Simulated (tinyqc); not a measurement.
What grading buys: minority-electron transport through the base of a bipolar transistor (Moll-Ross and Kroemer integrals). Computed by tinyqc, a small Python program. Command: `OMP_NUM_THREADS=1 python tinyqc.py 3025827 3025828 out.jsonl base walk`. One thread of a shared host (Intel(R) Xeon(R) Processor @ 2.30GHz), about 0.01 s of CPU time with the checks.

Low injection, one dimension, x from the emitter edge (0) to the collector edge (W), s = x/W. Recombination is treated as a small correction (valid for tau_B well below tau_n), computed from the stored charge.

Inputs (values chosen for the exercise, modelled on InP):
```
quantity,value,unit
base doping at the emitter edge N_0,1.4e+19,1/cm^3
base width W,310,nm
mu_min,610,cm^2/(V s)
mu_max,4680,cm^2/(V s)
N_ref,2.2e+17,1/cm^3
saturation velocity v_s,0.91,1e7 cm/s
temperature T,300,K
doping ratio N_0/N(W),7,-
```

Base doping profile: exponential. Gap grading: none. Exit of the base: saturation velocity.

Constants: k_B = 8.617333262e-05 eV/K.

Method. N(x) = N_0 (ratio)^(-s); n_i(x)^2 = n_i^2 exp(s dE_g/k_B T); D(x) = (k_B T/e) mu, mu = mu_min + (mu_max - mu_min)/(1 + (N/N_ref)^0.7). With y(x) = N n_i^2/(D n_i(x)^2): base Gummel number G_B = int_0^W y dx + N(W) n_i^2/(v_s n_i(W)^2); J_C = e n_i^2 exp(e V_BE/k_B T)/G_B; n(x) = (J_C/e)(n_i(x)^2/(N n_i^2)) [int_x^W y dx + the same exit term]; transit time tau_B = (e/J_C) int n dx; trapezoid rule on 401 even points.

The same base with other gradings:
```
dE_g (meV),dE_g/k_B T,G_B (s/cm^4),J_C gain,tau_B (ps),speed gain
0,0.000,8.0780e+12,1.0000,11.491,1.0000
25,0.967,6.0308e+12,1.3394,9.232,1.2446
50,1.934,4.7521e+12,1.6999,7.661,1.4999
75,2.901,3.9004e+12,2.0710,6.522,1.7620
100,3.868,3.3007e+12,2.4473,5.665,2.0283
150,5.802,2.5198e+12,3.2057,4.475,2.5681
200,7.736,2.0364e+12,3.9667,3.691,3.1130
300,11.605,1.4712e+12,5.4909,2.730,4.2091
```

What follows from these numbers?

At 100 meV J_C rises by a factor 2.45 and the transit is 2.03 times faster; at 300 meV the factors are 5.49 and 4.21. For a uniform base without exit term both tend to be linear in dE_g/k_B T, J_C as x/(1 - exp(-x)) and the speed as x/2. From 300 meV on the mean velocity W/tau_B exceeds v_s, so those speed gains are overstated.
